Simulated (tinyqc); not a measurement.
MOS inversion layer, Poisson-Schroedinger loop: one step of the calculation.

Electrons confined at an insulator interface at z = 0, treated as a hard wall; parabolic valleys, Hartree approximation, no image or exchange terms. The depletion charge lies far deeper than the electrons and gives a uniform field q Nd/(eps0 eps_r); the gate balances all charge. Energies are counted from the band edge at the interface.

Question. Density, output potential and mixing. n_i = sum_k N_k |psi_k|^2 (converted to cm^-3). Hartree part by Gauss: on the interval before node i the electrons still beyond are S_i = Ns - hz sum_(j<i) n_j, and U_i = U_(i-1) + q S_i hz/(eps0 eps_r) in eV, U_0 = 0 at the interface. Mixing: U(new) = U + a (U(out) - U).

Values chosen for this exercise; masses and permittivity close to those of germanium (111):
```
symbol   value   unit                     meaning
eps_r       16              relative permittivity
Ns      4.4e11  cm^-2  sheet density of electrons
a            1                      mixing factor
```

Constants: q = 1.602176634e-19 C, eps0 = 8.8541878128e-14 F/cm where lengths are in cm. Results are converted to the units shown.

columns A: node; B: z (nm); C: self-consistent potential U at the start (eV); D: |psi|^2 of A1 (1/nm); E: |psi|^2 of A2 (1/nm); F: |psi|^2 of B1 (1/nm); G: |psi|^2 of B2 (1/nm)
```
A      B  C           D           E           F            G
1    2.4  0  0.29750651  0.10138262  0.03082971  0.029030005
2    4.8  0  0.10770203  0.16270873  0.08389013  0.051495630
3    7.2  0  0.01092053  0.13217109  0.10582407  0.022488720
4    9.6  0  0.00052271  0.01920308  0.08933743  0.000010649
5     12  0  0.00001461  0.00116165  0.05726052  0.024052859
6   14.4  0  0.00000027  0.00003866  0.02965734  0.063907091
7   16.8  0  0.00000000  0.00000082  0.01288125  0.079787437
8   19.2  0  0.00000000  0.00000001  0.00480873  0.066899314
9   21.6  0  0.00000000  0.00000000  0.00157039  0.042640039
10    24  0  0.00000000  0.00000000  0.00045462  0.021961744
11  26.4  0  0.00000000  0.00000000  0.00011786  0.009469304
12  28.8  0  0.00000000  0.00000000  0.00002756  0.003488058
13  31.2  0  0.00000000  0.00000000  0.00000581  0.001101566
14  33.6  0  0.00000000  0.00000000  0.00000108  0.000286485
15    36  0  0.00000000  0.00000000  0.00000014  0.000047766
```

N_k (cm^-2): A1 6.1703464e10, A2 4.0164759e10, B1 2.6591775e11, B2 7.2214025e10

Wanted: n; U(out); U after round 1.

Answer.

```
node  n (1e17 cm^-3)  U(out) (eV)  U after round 1 (eV)
1             3.2724     0.011943              0.011943
2             3.9207     0.021754              0.021754
3             3.5747     0.029011              0.029011
4             2.4561     0.033939              0.033939
5             1.7011     0.037268              0.037268
6             1.2503     0.039488              0.039488
7             0.9187     0.040894              0.040894
8             0.6110     0.041701              0.041701
9             0.3497     0.042110              0.042110
10            0.1707     0.042292              0.042292
11            0.0715     0.042362              0.042362
12            0.0259     0.042386              0.042386
13            0.0081     0.042393              0.042393
14            0.0021     0.042395              0.042395
15            0.0003     0.042395              0.042395
```

Program tinyqc, `OMP_NUM_THREADS=1 python tinyqc.py 2160011 2160012 out.jsonl`; Intel Xeon 2.30GHz, shared host, one thread, about 0.9 s.
